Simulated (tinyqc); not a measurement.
Bond unit of a tetrahedral oxide and its oxygen vacancy in tight binding: sweeps and comparisons. A value that a table varies takes the place of the one given here.

Two sp3 hybrids h1, h2 at eh = (es + 3 ep)/4 point at one oxygen with orbitals s, px, py, pz; x joins the two cations, z bisects the angle phi, and th = (180 - phi)/2. With u = hbar^2/(m d^2) = 2c/d^2, c = hbar^2/2m0: Vhs = -(1.32 + sqrt3 x 1.42) u/2 and Vhp = (1.42 + sqrt3 x 2.22) u/2. <h|s> = Vhs for both; <h1|px> = Vhp cos(th), <h2|px> = -Vhp cos(th); <h|pz> = Vhp sin(th) for both; py is a lone pair. The unit holds 8 electrons. Coupling between units, which widens the levels into bands, is left out.

Without the oxygen the two hybrids face each other at distance R and couple by -V2, V2 = 3.22 x 2c/R^2, c = hbar^2/2m0: a bond at eh - V2 with two electrons and an antibond at eh + V2. Levels are measured from eop, the lone-pair level that stands for the top of the valence band.

Constants: hbar^2/2m0 = 3.80998211 eV angstrom^2.

Inputs chosen for the exercise (near tabulated values for SiO2; shifted at random, so the results belong to these values and not to a real crystal):
```
symbol  value   unit      meaning
es      -14.82  eV        s level of the cation
ep      -7.45   eV        p level of the cation
eos     -34.08  eV        s level of oxygen
eop     -16.46  eV        p level of oxygen
d       1.61    angstrom  cation-oxygen distance
phi     133     degrees   bond angle at oxygen
R       2.57    angstrom  cation-cation distance across the vacancy
```

## Bond angle at oxygen

phi is varied at fixed d. Levels above eop; cation-cation distance 2 d cos(th); band energy is twice the sum of the four filled levels, relative to phi = 180; excess on O is the number of electrons on oxygen less 6.

Against phi:
```
phi (deg),distance (angstrom),level 2,level 3,level 5,level 6,excess on O,band energy (eV)
110,2.638,-6.071,-2.791,12.401,13.239,0.881,-2.184
120,2.789,-6.549,-2.233,11.803,13.717,0.909,-1.943
130,2.918,-6.963,-1.682,11.216,14.130,0.947,-1.596
140,3.026,-7.307,-1.160,10.664,14.475,0.995,-1.181
150,3.110,-7.579,-0.697,10.176,14.746,1.049,-0.750
160,3.171,-7.775,-0.326,9.788,14.942,1.101,-0.366
170,3.208,-7.893,-0.084,9.536,15.061,1.141,-0.097
180,3.220,-7.933,0.000,9.448,15.100,1.156,0.000
```

Bending moves coupling from px to pz: level 2 rises from -7.93 to -6.07 eV and level 3 falls from 0.00 to -2.79 eV between 180 and 110 degrees. The lowest empty level is lowest at 180 degrees (9.45 eV) and highest at 110 (12.40 eV), so a spread of angles in a glass smears the conduction edge. The band energy is lowest at 110 degrees of those listed (-2.18 eV); the repulsion of the cations, not included, opposes bending.

## The vacancy as the cations move

R is varied; eh = (es + 3 ep)/4. The last two columns are the band energies of the bond with two electrons, -2 V2, and with one, -V2.

Against R (eV):
```
R (angstrom),V2,bond level,antibond level,two electrons,one electron
2.20,5.069,2.098,12.237,-10.139,-5.069
2.35,4.443,2.725,11.610,-8.886,-4.443
2.50,3.926,3.242,11.093,-7.852,-3.926
2.70,3.366,3.802,10.533,-6.731,-3.366
3.00,2.726,4.441,9.894,-5.453,-2.726
3.30,2.253,4.914,9.421,-4.506,-2.253
3.70,1.792,5.375,8.960,-3.585,-1.792
4.20,1.391,5.777,8.558,-2.782,-1.391
```

The bond level rises from 2.10 eV at 2.2 to 5.78 eV at 4.2 angstrom, towards the lone hybrid at 7.17 eV. Taking one electron away halves the pull between the cations (at 2.5 angstrom from 6.28 to 3.14 eV/angstrom), so the positive vacancy relaxes outward and its level moves up: capture and release of a hole take place at different energies.

## What each value does

Spacing from the highest filled to the lowest empty level, excess electrons on oxygen (their number less 6), and the vacancy bond level eh - V2 - eop, V2 = 3.22 x 2c/R^2. Each row changes one parameter from the base and keeps the others.

Results:
```
case,spacing (eV),excess on O,vacancy level (eV)
base,11.0451,0.9607,3.4526
es = -14.32 eV,11.1467,0.9703,3.5776
ep = -6.95 eV,11.3509,0.9893,3.8276
eos = -32.08 eV,11.1753,0.9512,3.4526
eop = -15.96 eV,10.6107,0.9230,2.9526
d = 1.65 angstrom,10.7465,0.9918,3.4526
phi = 125 degrees,11.5062,0.9265,3.4526
R = 2.72 angstrom,11.0451,0.9607,3.8511
```

The largest shifts from the base row, up to three for each result and ties (the steps differ in size, so this ranks the rows, not the parameters). spacing (eV): phi +0.4611, eop -0.4343, ep +0.3058; unchanged at the printed digits by R. excess on O: eop -0.0376, phi -0.0341, d +0.0311; unchanged at the printed digits by R. vacancy level (eV): eop -0.5000, R +0.3984, ep +0.3750; unchanged at the printed digits by eos, d and phi.

Computed by tinyqc, a small Python program: `OMP_NUM_THREADS=1 python tinyqc.py 1480064 1480065 out.jsonl` (the numbers bound the seed that draws the inputs); one thread of a shared host (Intel(R) Xeon(R) Processor @ 2.30GHz), about 0.01 s for the whole set of steps.
